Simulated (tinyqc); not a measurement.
Worked calculation: UHF in the 6-31g basis, for H2, spin multiplicity 1. One step of it, computed by the program tinyqc.

Problem. Iteration 2: diagonalisation and new density. Diagonalise F' = X^T F X, C = X C', fill 1 alpha and 1 beta electrons from the bottom; D(s) = C_occ C_occ^T; the new density keeps 0.2 of the old one (damping). Each column has its largest component positive (the first on a tie).

extrapolated F(alpha) (hartree), order 1H 1s, 1H 2s, 2H 1s, 2H 2s:
```
[[-0.035930, -0.509995, -0.429666, -0.457167],
 [-0.509995, -0.358666, -0.396327, -0.358824],
 [-0.429666, -0.396327, 0.184579, -0.362995],
 [-0.457167, -0.358824, -0.362995, -0.266235]]
```

extrapolated F(beta) (hartree), order 1H 1s, 1H 2s, 2H 1s, 2H 2s:
```
[[0.184579, -0.362995, -0.429666, -0.396327],
 [-0.362995, -0.266235, -0.457167, -0.358824],
 [-0.429666, -0.457167, -0.035930, -0.509995],
 [-0.396327, -0.358824, -0.509995, -0.358666]]
```

X, order 1H 1s, 1H 2s, 2H 1s, 2H 2s:
```
[[-0.698311, 0.861356, 0.728171, 0.272200],
 [1.748506, -0.689393, 0.290814, 0.340098],
 [0.698311, 0.861356, -0.728171, 0.272200],
 [-1.748506, -0.689393, -0.290814, 0.340098]]
```

D(alpha) after iteration 1, order 1H 1s, 1H 2s, 2H 1s, 2H 2s:
```
[[0.158924, 0.176664, 0.101182, 0.049833],
 [0.176664, 0.199460, 0.112129, 0.058523],
 [0.101182, 0.112129, 0.064459, 0.031374],
 [0.049833, 0.058523, 0.031374, 0.018806]]
```

D(beta) after iteration 1, order 1H 1s, 1H 2s, 2H 1s, 2H 2s:
```
[[0.064459, 0.031374, 0.101182, 0.112129],
 [0.031374, 0.018806, 0.049833, 0.058523],
 [0.101182, 0.049833, 0.158924, 0.176664],
 [0.112129, 0.058523, 0.176664, 0.199460]]
```

overlap S, order 1H 1s, 1H 2s, 2H 1s, 2H 2s:
```
[[1.000000, 0.658292, 0.279205, 0.426755],
 [0.658292, 1.000000, 0.426755, 0.766483],
 [0.279205, 0.426755, 1.000000, 0.658292],
 [0.426755, 0.766483, 0.658292, 1.000000]]
```

Give: F' = X^T F X; orbital energies; coefficients C; F' = X^T F X; orbital energies; coefficients C; D(alpha) after iteration 2; D(beta) after iteration 2.

Solution.

F' = X^T F X (alpha) (hartree):
```
[[0.823, 0.014, -0.486, -0.005],
 [0.014, 0.885, -0.037, -0.034],
 [-0.486, -0.037, 0.534, -0.111],
 [-0.005, -0.034, -0.111, -0.528]]
```

orbital energies (alpha) (hartree): [-0.543, 0.183, 0.883, 1.191]

coefficients C (alpha), order 1H 1s, 1H 2s, 2H 1s, 2H 2s:
```
[[0.350, -0.142, 0.949, 0.890],
 [0.438, -1.217, -0.856, -1.152],
 [0.235, 0.172, 0.749, -1.090],
 [0.200, 1.337, -0.532, 1.274]]
```

F' = X^T F X (beta) (hartree):
```
[[0.823, -0.014, -0.486, 0.005],
 [-0.014, 0.885, 0.037, -0.034],
 [-0.486, 0.037, 0.534, 0.111],
 [0.005, -0.034, 0.111, -0.528]]
```

orbital energies (beta) (hartree): [-0.543, 0.183, 0.883, 1.191]

coefficients C (beta), order 1H 1s, 1H 2s, 2H 1s, 2H 2s:
```
[[0.235, 0.172, 0.749, -1.090],
 [0.200, 1.337, -0.532, 1.274],
 [0.350, -0.142, 0.949, 0.890],
 [0.438, -1.217, -0.856, -1.152]]
```

D(alpha) after iteration 2, order 1H 1s, 1H 2s, 2H 1s, 2H 2s:
```
[[0.130, 0.158, 0.086, 0.066],
 [0.158, 0.194, 0.105, 0.082],
 [0.086, 0.105, 0.057, 0.044],
 [0.066, 0.082, 0.044, 0.036]]
```

D(beta) after iteration 2, order 1H 1s, 1H 2s, 2H 1s, 2H 2s:
```
[[0.057, 0.044, 0.086, 0.105],
 [0.044, 0.036, 0.066, 0.082],
 [0.086, 0.066, 0.130, 0.158],
 [0.105, 0.082, 0.158, 0.194]]
```
